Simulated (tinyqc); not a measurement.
Inside a calculation: density of states of one tight-binding band on the triangular lattice. Values are carried at full precision from step to step, so a last printed digit may differ when a step is redone from the rounded ones.

E(k) = -2 t (cos 2 pi k1 + cos 2 pi k2 + cos 2 pi (k1 + k2)); k in fractions of the reciprocal vectors, mesh k_i = j/N with j = 0 .. N-1. Densities are per cell and per spin, so the band holds one state.

Values chosen for the exercise: t = 0.68 eV (nearest hopping); N = 6 (mesh points along each axis); bins = 10 (bins of the histogram); E_lo = -4.113 eV (lower end of the histogram); E_hi = 2.117 eV (upper end); E = 0.88 eV (energy at which the density is wanted); sigma = 0.34 eV (Gaussian width).

## Energies on the mesh

Evaluate the band at all 36 points and collect equal values.

Distinct energies:

| E_k (eV) | points |
|---|---|
| -4.0800 | 1 |
| -2.7200 | 6 |
| -0.6800 | 6 |
| 0.0000 | 6 |
| 1.3600 | 15 |
| 2.0400 | 2 |

The 36 points give 6 distinct energies between -4.0800 and 2.0400 eV; a dense mesh gives a band from -4.080 to 2.040 eV.

## Histogram

Count the points in equal bins from E_lo to E_hi; g = count/(all points x bin width).

Histogram:

| from (eV) | to (eV) | points | g (1/eV) |
|---|---|---|---|
| -4.1130 | -3.4900 | 1 | 0.0446 |
| -3.4900 | -2.8670 | 0 | 0.0000 |
| -2.8670 | -2.2440 | 6 | 0.2675 |
| -2.2440 | -1.6210 | 0 | 0.0000 |
| -1.6210 | -0.9980 | 0 | 0.0000 |
| -0.9980 | -0.3750 | 6 | 0.2675 |
| -0.3750 | 0.2480 | 6 | 0.2675 |
| 0.2480 | 0.8710 | 0 | 0.0000 |
| 0.8710 | 1.4940 | 15 | 0.6688 |
| 1.4940 | 2.1170 | 2 | 0.0892 |

Empty bins: 4 of 10; the fullest holds 15 points. Empty bins inside the band come from the coarse mesh, not from gaps.

## Gaussian broadening at one energy

Gaussian broadening: g(E) = mean over the mesh of exp(-(E - E_k)^2/(2 sigma^2))/(sigma sqrt(2 pi)), n(E) = mean of erfc((E_k - E)/(sigma sqrt 2))/2.

Sum over the distinct energies with their counts.

n(E) = 0.5599
g(E) = 0.1875 1/eV

## One triangle of the mesh

For corner energies e1 <= e2 <= e3 and eij = ei - ej, the share of the triangle below E is n = (E - e1)^2/(e21 e31) for e1 < E < e2 and n = 1 - (e3 - E)^2/(e31 e32) for e2 < E < e3; its density of states is g = dn/dE.

corner energies, sorted (eV): -0.6800  0.0000  1.3600

Find its share below E and its density of states at E.

n = 0.9170
g = 0.3460 1/eV

E lies between corners 2 and 3.

## Sum over all linear triangles

Each cell of the mesh is cut along (i+1, j)-(i, j+1) into two triangles. For corner energies e1 <= e2 <= e3 and eij = ei - ej, the share of the triangle below E is n = (E - e1)^2/(e21 e31) for e1 < E < e2 and n = 1 - (e3 - E)^2/(e31 e32) for e2 < E < e3; its density of states is g = dn/dE.

Average n and g over all pieces of the mesh. The reference uses the same method with N = 240.

n(E) = 0.6047
g(E) = 0.2787 1/eV
reference n(E) = 0.572
reference g(E) = 0.258 1/eV

On this mesh the linear method errs by +0.021 1/eV in g and +0.033 in n; the Gaussian sum erred by -0.071 and -0.012.

## Checks

- States below the top of the band by the linear method against one: both 1.000000.

Program tinyqc; command `OMP_NUM_THREADS=1 python tinyqc.py 1682391 1682392 out.jsonl`; about 0.09 s on one thread of a shared Intel(R) Xeon(R) Processor @ 2.30GHz.
